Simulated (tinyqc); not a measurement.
## Carrier lifetime of an n-type layer with SRH, radiative, Auger and surface recombination: lifetime against injection

Uniform excess density dn = dp (no trapping), n = n0 + dn, p = p0 + dn, Boltzmann statistics, full ionisation. Surfaces enter as a rate 2 S dn/d, which holds while diffusion to them is fast.

ni = sqrt(Nc Nv) exp(-Eg/(2 Vt)), Eg in volts; majority density N/2 + sqrt(N^2/4 + ni^2), n0 p0 = ni^2; n1 = Nc exp(-Et/Vt), p1 = Nv exp((Et - Eg)/Vt); tn0 = 1/(sn vth Nt), tp0 = 1/(sp vth Nt). With e = n p - ni^2 = dn (n0 + p0 + dn): U_SRH = e/(tp0 (n + n1) + tn0 (p + p1)), U_rad = B e, U_Aug = (Cn n + Cp p) e, U_s = 2 S dn/d. Each tau is dn over its rate; tau = dn/U with U the sum.

Inputs (values chosen for the exercise); band and dielectric values close to those of gallium nitride: temperature T = 400 K; band gap Eg = 3.34 eV; conduction-band density of states at T Nc = 3.51e18 cm^-3; valence-band density of states at T Nv = 7.19e19 cm^-3; radiative coefficient B = 1.08e-10 cm^3/s; donor density N = 6.2e14 cm^-3; Auger coefficient (two electrons) Cn = 4.2e-31 cm^6/s; Auger coefficient (two holes) Cp = 8.6e-32 cm^6/s; trap density Nt = 7.1e11 cm^-3; capture cross-section for electrons sn = 3e-14 cm^2; capture cross-section for holes sp = 3e-14 cm^2; thermal velocity (both carriers) vth = 2.2e7 cm/s; trap level below the conduction band Et = 1.44 eV; surface recombination velocity (both faces) S = 0 cm/s; sample thickness d = 9 um.

Constants: q = 1.602176634e-19 C, kB = 1.380649e-23 J/K, Vt = kB T/q. Results are converted to the units shown.

Results:

| dn (cm^-3) | tau_SRH (s) | tau_rad (s) | tau_Aug (s) | tau (s) | radiative share (%) | largest path |
|---|---|---|---|---|---|---|
| 1e11 | 2.134e-6 | 1.493e-5 | 6.192 | 1.867e-6 | 12.51 | SRH |
| 1e13 | 2.168e-6 | 1.470e-5 | 5.979 | 1.889e-6 | 12.85 | SRH |
| 1e14 | 2.430e-6 | 1.286e-5 | 4.466 | 2.044e-6 | 15.89 | SRH |
| 1e15 | 3.451e-6 | 5.716e-6 | 0.8054 | 2.152e-6 | 37.65 | SRH |
| 1e16 | 4.143e-6 | 8.719e-7 | 0.01770 | 7.203e-7 | 82.61 | radiative |
| 1e17 | 4.255e-6 | 9.202e-8 | 1.954e-4 | 9.003e-8 | 97.84 | radiative |
| 1e18 | 4.267e-6 | 9.254e-9 | 1.974e-6 | 9.191e-9 | 99.32 | radiative |
| 1e19 | 4.268e-6 | 9.259e-10 | 1.976e-8 | 8.842e-10 | 95.50 | radiative |

Estimate the missing row, dn = 1e12 cm^-3.

Computed row:

| dn (cm^-3) | tau_SRH (s) | tau_rad (s) | tau_Aug (s) | tau (s) | radiative share (%) | largest path |
|---|---|---|---|---|---|---|
| 1e12 | 2.137e-6 | 1.491e-5 | 6.172 | 1.869e-6 | 12.54 | SRH |

With this row back in the table: SRH recombination leads at dn = 1e11, radiative from 1e16 on. The total lifetime goes from 1.87e-6 through a maximum of 2.15e-6 (at dn = 1e15 among the rows listed) to 8.84e-10 s. tau_SRH goes from 2.13e-6 s (low-injection limit 2.13e-6 s) to 4.27e-6 s (high-injection limit tn0 + tp0 = 4.27e-6 s). Between the last two rows tau_rad goes as dn^(-1.00) and tau_Aug as dn^(-2.00); the radiative share goes from 12.5 through a maximum of 99.3 (at dn = 1e18 among the rows listed) to 95.5 %. For dn = 1e19 the carriers are degenerate, where B and the Auger coefficients no longer stay constant.

Numbers from tinyqc (`OMP_NUM_THREADS=1 python tinyqc.py 2300020 2300021 out.jsonl`; about 0.01 s on one thread of a shared Intel Xeon 2.30GHz).
